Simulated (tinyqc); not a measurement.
Inside a calculation. Method: one-electron ion in a basis of Gaussians. One step of it, computed by the program tinyqc.

Task: Generalised eigenproblem. Solve H C = S C e through S^(-1/2); each column has its largest component positive (the first on a tie).

H = T + V (hartree), lower triangle:
```
           1          2          3          4          5         6         7
1  -0.517447
2  -0.488062  -0.682934
3  -0.320375  -0.634556  -0.814376
4  -0.163167  -0.425735  -0.732062  -0.748658
5  -0.071152  -0.224347  -0.515089  -0.603330  -0.058210
6  -0.028466  -0.100668  -0.290503  -0.494594   0.208982  2.310020
7  -0.010884  -0.041096  -0.137343  -0.332241  -0.115833  2.821657  8.860843
```

S, lower triangle:
```
          1         2         3         4         5         6         7
1  1.000000
2  0.755464  1.000000
3  0.352047  0.755515  1.000000
4  0.119126  0.352036  0.755451  1.000000
5  0.033812  0.119130  0.352004  0.755476  1.000000
6  0.008799  0.033811  0.119109  0.352006  0.755454  1.000000
7  0.002199  0.008800  0.033810  0.119128  0.352031  0.755506  1.000000
```

Give: eigenvalues of S; eigenvalues; coefficients.

Result:

eigenvalues of S: 0.0187  0.0632  0.1893  0.4920  1.1001  2.0568  3.0799

eigenvalues (hartree): -0.8889  -0.4998  -0.3052  0.1373  1.6690  5.9929  17.4197

coefficients:
```
         1        2        3        4        5        6        7
1  -0.0044   0.4554  -1.5842   0.9105  -0.3791   0.1811  -0.0934
2   0.1641   0.7463   1.8223  -2.3220   1.1616  -0.5629   0.2885
3   0.5343  -0.3787  -0.4389   2.9213  -2.2193   1.1626  -0.5958
4   0.3464  -0.2962  -0.2605  -1.6671   2.9861  -2.0177   1.0774
5   0.1018  -0.0861  -0.1015   0.0469  -2.1860   2.7884  -1.7891
6   0.0206  -0.0159  -0.0109  -0.1163   0.2715  -2.2225   2.4529
7   0.0050  -0.0041  -0.0051   0.0080  -0.1038   0.2266  -1.9156
```

For Z = 4 and l = 2 the exact lowest level is -Z^2/(2 n^2) with n = l + 1: -0.888889 hartree.
